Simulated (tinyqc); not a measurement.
The scattering mechanism: Boltzmann transport in a parabolic band with a power-law relaxation time.

F_j(eta) = (1/Gamma(j + 1)) integral_0^infinity x^j dx/(1 + exp(x - eta)), which tends to exp(eta) for eta << 0.

tau = tau0 x^r with x = E/kT. With K_j = Gamma(j + 1) F_j(eta): <tau> = tau0 (r + 3/2) K_(r+1/2)/((3/2) K_(1/2)); mu = <tau>/(mc m0/e), m0/e = 5.685630e-12 kg/C; Hall factor rH = (3/2) K_(1/2) (2r + 3/2) K_(2r+1/2)/((r + 3/2) K_(r+1/2))^2; Seebeck S = -(kB/e) [(r + 5/2) K_(r+3/2)/((r + 3/2) K_(r+1/2)) - eta]; Lorenz number L = (kB/e)^2 [(r + 7/2) K_(r+5/2)/((r + 3/2) K_(r+1/2)) - ((r + 5/2) K_(r+3/2)/((r + 3/2) K_(r+1/2)))^2]; kB/e in V/K. Valley anisotropy is left out of rH.

Constants: kB = 8.617333262e-05 eV/K.
eta = -1.27048

Same eta for each exponent.

Results:

| r | mechanism | <tau>/tau0 | rH | S (microvolt/K) | L (1e-8 W ohm/K^2) |
|---|---|---|---|---|---|
| -0.5 | acoustic phonons | 0.726 | 1.161 | -292.8 | 1.531 |
| 0.0 | a constant relaxation time | 1.000 | 1.000 | -334.6 | 1.877 |
| 0.5 | polar optical or piezoelectric scattering | 1.544 | 1.096 | -376.3 | 2.228 |
| 1.5 | ionised impurities | 4.780 | 1.864 | -459.8 | 2.947 |

From r = -1/2 to 3/2 |S| grows by 167.0 microvolt/K, against 2 kB/e = 172.3 in the non-degenerate limit: scattering that favours fast electrons raises the mean energy carried. rH is 1 only for constant tau and reaches 1.864 for r = 3/2; L spans 1.531 to 2.947 against the metallic 2.443.

Computed by tinyqc, a small Python program: `OMP_NUM_THREADS=1 python tinyqc.py 1650633 1650634 out.jsonl` (the numbers bound the seed that draws the inputs); one thread of a shared host (Intel(R) Xeon(R) Processor @ 2.30GHz), about 0.01 s for the whole set of steps.
